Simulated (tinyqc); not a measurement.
Band offset from the macroscopic average of a supercell potential: one step. Running means. Three cases, with inputs chosen for the exercise.

Question. Apply the first mean, then the second.

Running mean over n points, periodic: for odd n the plain mean of the n points centred on j; for even n the n + 1 points with half weight at both ends. The macroscopic average applies the mean over n1 points and then over n2 points.

Case 1.

Values chosen (out of a larger set: gaps near those of Si and SiO2; not measured data): n1 = 6 (grid points per period of A); n2 = 6 (grid points per period of B).

V(z_j) (eV): -4.02500  -5.82743  -8.41607  -10.53664  -8.55129  -6.38770  -6.24916  -6.38987  -8.55997  -10.58999  -8.56000  -6.39000  -6.25000  -6.39000  -8.56000  -10.59000  -8.56000  -6.39000  -6.25000  -6.39000  -8.56000  -10.58999  -8.55997  -6.38987  -6.24916  -6.38770  -8.55129  -10.53664  -8.41607  -5.82743  -4.02500  -4.04257  -6.05393  -6.71336  -5.91871  -3.48230  -1.80084  -3.48013  -5.91003  -6.66001  -5.91000  -3.48000  -1.80000  -3.48000  -5.91000  -6.66000  -5.91000  -3.48000  -1.80000  -3.48000  -5.91000  -6.66001  -5.91003  -3.48013  -1.80084  -3.48230  -5.91871  -6.71336  -6.05393  -4.04257

Case 2.

Values chosen (out of a larger set: gaps near those of GaAs and AlAs; not measured data): n1 = 6 (grid points per period of A); n2 = 6 (grid points per period of B).

V(z_j) (eV): -5.36000  -5.58304  -8.17315  -10.66613  -8.12099  -5.35009  -5.12000  -5.35000  -8.12000  -10.66000  -8.12000  -5.35000  -5.12000  -5.35000  -8.12000  -10.66000  -8.12000  -5.35000  -5.12000  -5.35009  -8.12099  -10.66613  -8.17315  -5.58304  -5.36000  -7.07196  -11.02185  -13.13387  -11.07401  -7.30491  -5.60000  -7.30500  -11.07500  -13.14000  -11.07500  -7.30500  -5.60000  -7.30500  -11.07500  -13.14000  -11.07500  -7.30500  -5.60000  -7.30500  -11.07500  -13.14000  -11.07500  -7.30500  -5.60000  -7.30491  -11.07401  -13.13387  -11.02185  -7.07196

Case 3.

Values chosen (out of a larger set: gaps near those of Si and HfO2; not measured data): n1 = 6 (grid points per period of A); n2 = 5 (grid points per period of B).

V(z_j) (eV): -7.06500  -9.85184  -12.03595  -12.66994  -11.90864  -9.96247  -8.75007  -9.96512  -11.91502  -12.65000  -11.91500  -9.96500  -8.75000  -9.96500  -11.91500  -12.65000  -11.91500  -9.96500  -8.75000  -9.96500  -11.91500  -12.65000  -11.91502  -9.96512  -8.75007  -9.96247  -11.90864  -12.66994  -12.03595  -9.85184  -7.06500  -9.45786  -14.34435  -14.44535  -9.35106  -5.38253  -9.34463  -14.46517  -14.46528  -9.34471  -5.38000  -9.34470  -14.46530  -14.46530  -9.34470  -5.38000  -9.34471  -14.46527  -14.46514  -9.34478  -5.38361  -9.35287  -14.43728  -14.25187  -9.23621

Give: after the mean over n1 points; macroscopic average.

Answer.

Case 1.

after the mean over n1 points (eV): -6.165  -6.692  -7.095  -7.476  -7.708  -7.767  -7.784  -7.789  -7.790  -7.790  -7.790  -7.790  -7.790  -7.790  -7.790  -7.790  -7.790  -7.790  -7.790  -7.790  -7.790  -7.790  -7.790  -7.789  -7.784  -7.767  -7.708  -7.476  -7.095  -6.692  -6.165  -5.638  -5.235  -4.854  -4.622  -4.563  -4.546  -4.541  -4.540  -4.540  -4.540  -4.540  -4.540  -4.540  -4.540  -4.540  -4.540  -4.540  -4.540  -4.540  -4.540  -4.540  -4.540  -4.541  -4.546  -4.563  -4.622  -4.854  -5.235  -5.638

macroscopic average (eV): -6.165  -6.590  -6.973  -7.285  -7.512  -7.661  -7.745  -7.778  -7.787  -7.789  -7.790  -7.790  -7.790  -7.790  -7.790  -7.790  -7.790  -7.790  -7.790  -7.790  -7.790  -7.789  -7.787  -7.778  -7.745  -7.661  -7.512  -7.285  -6.973  -6.590  -6.165  -5.740  -5.357  -5.045  -4.818  -4.669  -4.585  -4.552  -4.543  -4.541  -4.540  -4.540  -4.540  -4.540  -4.540  -4.540  -4.540  -4.540  -4.540  -4.540  -4.540  -4.541  -4.543  -4.552  -4.585  -4.669  -4.818  -5.045  -5.357  -5.740

Around the middle of B the first mean varies by 0 meV over five points and the second by 0 meV.

Case 2.

after the mean over n1 points (eV): -8.185  -7.738  -7.352  -7.189  -7.149  -7.126  -7.121  -7.120  -7.120  -7.120  -7.120  -7.120  -7.120  -7.120  -7.120  -7.120  -7.120  -7.120  -7.121  -7.126  -7.149  -7.189  -7.352  -7.738  -8.185  -8.632  -9.018  -9.181  -9.221  -9.244  -9.249  -9.250  -9.250  -9.250  -9.250  -9.250  -9.250  -9.250  -9.250  -9.250  -9.250  -9.250  -9.250  -9.250  -9.250  -9.250  -9.250  -9.250  -9.249  -9.244  -9.221  -9.181  -9.018  -8.632

macroscopic average (eV): -8.185  -7.863  -7.582  -7.368  -7.228  -7.157  -7.132  -7.124  -7.121  -7.120  -7.120  -7.120  -7.120  -7.120  -7.120  -7.120  -7.121  -7.124  -7.132  -7.157  -7.228  -7.368  -7.582  -7.863  -8.185  -8.507  -8.788  -9.002  -9.142  -9.213  -9.238  -9.246  -9.249  -9.250  -9.250  -9.250  -9.250  -9.250  -9.250  -9.250  -9.250  -9.250  -9.250  -9.250  -9.250  -9.250  -9.249  -9.246  -9.238  -9.213  -9.142  -9.002  -8.788  -8.507

Around the middle of B the first mean varies by 0 meV over five points and the second by 0 meV.

Case 3.

after the mean over n1 points (eV): -10.999  -10.657  -10.522  -10.723  -10.873  -10.872  -10.860  -10.859  -10.860  -10.860  -10.860  -10.860  -10.860  -10.860  -10.860  -10.860  -10.860  -10.860  -10.860  -10.860  -10.860  -10.860  -10.860  -10.859  -10.860  -10.872  -10.873  -10.723  -10.540  -10.701  -11.052  -10.976  -10.380  -10.198  -10.805  -11.232  -10.817  -10.061  -10.061  -10.817  -11.244  -10.817  -10.060  -10.060  -10.817  -11.244  -10.817  -10.061  -10.062  -10.817  -11.224  -10.770  -10.144  -10.327  -10.923

macroscopic average (eV): -10.685  -10.765  -10.755  -10.729  -10.770  -10.837  -10.865  -10.862  -10.860  -10.860  -10.860  -10.860  -10.860  -10.860  -10.860  -10.860  -10.860  -10.860  -10.860  -10.860  -10.860  -10.860  -10.860  -10.862  -10.865  -10.837  -10.774  -10.742  -10.778  -10.799  -10.730  -10.661  -10.682  -10.718  -10.686  -10.623  -10.595  -10.598  -10.600  -10.600  -10.600  -10.600  -10.600  -10.600  -10.600  -10.600  -10.600  -10.600  -10.596  -10.587  -10.603  -10.656  -10.678  -10.633  -10.610

Around the middle of B the first mean varies by 1184 meV over five points and the second by 0 meV: one window removes only the period it matches.

Computed by tinyqc, one run a case: `OMP_NUM_THREADS=1 python tinyqc.py N N+1 out.jsonl` with N = 1850066, 1850155, 1850203; one thread of a shared Intel(R) Xeon(R) Processor @ 2.30GHz, about 0.01 s a run at most.
